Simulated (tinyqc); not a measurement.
# Contact resistivity and sheet resistance from two contact lengths

Problem. Rc = [sqrt(rc Rsh)/Wc] coth(Lc/(2 LT)), LT = sqrt(rc/Rsh), Wc = 84 nm; the second contact is twice as long as the first. Find LT, rc and Rsh.

Rc for Lc = 44 and 88 nm (ohm): 46.3540761  39.0755633

Solution. With t = tanh(Lc/(2 LT)) for the shorter contact, the resistance of the longer over that of the shorter is (1 + t^2)/2. Then sqrt(rc Rsh) = Rc t Wc, and rc and Rsh follow by multiplying and dividing by LT.

LT = 18.61 nm
rc = 6.000e-10 ohm cm^2
Rsh = 173.3 ohm

Program tinyqc, `OMP_NUM_THREADS=1 python tinyqc.py 2170137 2170138 out.jsonl`; Intel Xeon 2.30GHz, shared host, one thread, about 0.04 s.
